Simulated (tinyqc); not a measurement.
Valley splitting in a one-orbital chain of atomic planes (second-neighbour model): sweeps and comparisons. A value that a table varies takes the place of the one given here.

Each (001) plane carries one orbital with energy e0, hopping v to the next plane and u to the second: E(phi) = e0 + 2 v cos(phi) + 2 u cos(2 phi), where phi = pi - k a/4 (the sign of every second orbital is chosen so that v > 0, which shifts the phase by pi). The minimum lies at cos(phi0) = -v/(4u), phi0 = pi - (pi/2) k0 for a valley at k0 (2 pi/a), and e0 puts it at zero. A slab of N planes has hard walls: the matrix simply ends.

A well of Nw planes between barriers of 40 planes each (as of a SiGe alloy, taken as an offset alone). With x = j - 39.5 for plane j = 0, 1, ..., the potential is V0 (f(x) + f(Nw - x)) + F (j - 40) a/4, f(y) = 1/(1 + exp(y/L)), a step for L = 0; L is in planes, 4 L is about the distance over which f goes from 0.88 to 0.12, and 1 MV/m = 1e-4 V/angstrom.

Constants: hbar^2/2m0 = 3.80998211 eV angstrom^2.

Values chosen for the exercise (near those of the Delta valleys of silicon; abrupt walls in this chain split the valleys several times more than measured wells; not measured data): a = 5.429 angstrom (lattice constant; planes lie a/4 apart); ml = 0.936 m0 (longitudinal mass); N0 = 27 (first number of planes); Nf = 80 (planes in the thick slab); V0 = 0.15 eV (barrier height); F = 15 MV/m (field); Nw = 77 (planes in the well); k0 = 0.873 2 pi/a (position of the valley).

## Splitting against the number of planes

u = 0.574999 eV
v = 0.455791 eV
e0 = 1.240322 eV
phi0 = 1.770287 rad

Ten slabs from N0 on, of thickness (N - 1) a/4 between the outer planes. Effective mass: E1 = (c/ml)(pi/W)^2 with W = (N + 2) a/4: the amplitude vanishes on two missing planes at each end, and the envelope has its nodes N + 2 spacings apart. Large-N estimate of the splitting: 16 pi^2 u |sin(phi0) sin((N + 2) phi0)|/(N + 2)^3.

Doublet (meV):

| N | thickness (angstrom) | mean level | effective mass | splitting | estimate |
|---|---|---|---|---|---|
| 27 | 35.29 | 25.90 | 25.93 | 3.242 | 3.206 |
| 28 | 36.65 | 24.14 | 24.23 | 0.855 | 0.969 |
| 29 | 38.00 | 22.68 | 22.69 | 2.965 | 2.973 |
| 30 | 39.36 | 21.22 | 21.30 | 0.354 | 0.273 |
| 31 | 40.72 | 20.01 | 20.03 | 2.331 | 2.366 |
| 32 | 42.07 | 18.82 | 18.87 | 1.135 | 1.085 |
| 33 | 43.43 | 17.77 | 17.80 | 1.541 | 1.589 |
| 34 | 44.79 | 16.81 | 16.83 | 1.518 | 1.492 |
| 35 | 46.15 | 15.89 | 15.93 | 0.753 | 0.800 |
| 36 | 47.50 | 15.10 | 15.10 | 1.567 | 1.562 |

The mean level falls smoothly, from 25.9 to 15.1 meV, within 0.4 % of the effective-mass value. The splitting swings between 0.354 (N = 30) and 3.242 meV (N = 27): one plane more or less changes the phase between the two walls by phi0 = 1.770 rad. The estimate misses the computed values by at most 0.114 meV.

## Splitting against the electric field

A thick slab in a field F: plane j = 0, 1, ... gains the energy F j a/4 (1 MV/m = 1e-4 V/angstrom), which presses the electron against the first wall. The exponent is the slope of ln(splitting) against ln F between 20 and 50 MV/m.

Doublet:

| F (MV/m) | mean level (meV) | splitting (meV) | splitting/F (meV per MV/m) |
|---|---|---|---|
| 1 | 8.20 | 0.1645 | 0.1645 |
| 2 | 12.43 | 0.2849 | 0.1425 |
| 5 | 22.48 | 0.6928 | 0.1386 |
| 10 | 35.25 | 1.3854 | 0.1385 |
| 20 | 55.07 | 2.7715 | 0.1386 |
| 30 | 71.34 | 4.1583 | 0.1386 |
| 50 | 98.57 | 6.9335 | 0.1387 |

exponent = 1.00

The splitting goes from 0.1645 to 6.9335 meV. At high field it grows as F^1.00: at a single hard wall it follows the squared slope of the envelope, which is proportional to F, while the level itself grows about as F^(2/3) (here F^0.64). A hard wall is the sharpest interface possible; real Si interfaces split several times less. At the lowest fields the second wall still interferes, so the last column is not yet constant.

## Sharp and graded interfaces

The lowest doublet for several interface widths L.

Doublet:

| L (planes) | 4 L (angstrom) | mean level (meV) | splitting (micro-eV) |
|---|---|---|---|
| 0.00 | 0.00 | 39.30 | 2078.02 |
| 0.25 | 1.36 | 39.49 | 1095.03 |
| 0.50 | 2.71 | 39.79 | 195.05 |
| 0.75 | 4.07 | 40.17 | 30.29 |
| 1.00 | 5.43 | 40.65 | 4.84 |
| 1.50 | 8.14 | 41.84 | 0.12 |
| 2.00 | 10.86 | 43.26 | 0.01 |

The mean level moves by +4.0 meV over the table, while the splitting falls from 2078.0 micro-eV at a step to 4.84 at L = 1 plane, a factor 430. Coupling the valleys needs the Fourier component of the potential at twice the valley wave vector, a period of a few planes, and grading removes it. Random alloy disorder, left out here, sets the splitting once this part is gone.

## What each parameter does

Step interfaces (L = 0). u, v, e0 follow from 8 u sin^2(phi0) = (2c/ml)/(a/4)^2, v = -4u cos(phi0), e0 = 2u + v^2/(4u), c = hbar^2/2m0. Each row changes one parameter from the base and keeps the others.

Results:

| case | mean level (meV) | splitting (micro-eV) |
|---|---|---|
| base | 39.30 | 2078.0 |
| k0 = 0.883 2 pi/a | 39.30 | 2071.5 |
| ml = 1.03 m0 | 38.15 | 2078.1 |
| V0 = 0.225 eV | 40.91 | 2078.1 |
| F = 30 MV/m | 55.80 | 1011.8 |
| Nw = 78 | 39.30 | 2078.0 |

The largest shifts from the base row, up to three for each result and ties (the steps differ in size, so this ranks the rows, not the parameters). mean level (meV): F +16.51, V0 +1.61, ml -1.14; unchanged at the printed digits by k0 and Nw. splitting (micro-eV): F -1066.2, k0 -6.5, V0 +0.1, ml +0.1; unchanged at the printed digits by Nw.

Run: tinyqc, `OMP_NUM_THREADS=1 python tinyqc.py 1482683 1482684 out.jsonl`; Intel(R) Xeon(R) Processor @ 2.30GHz, one thread, shared host; about 0.01 s of CPU time with all checks.
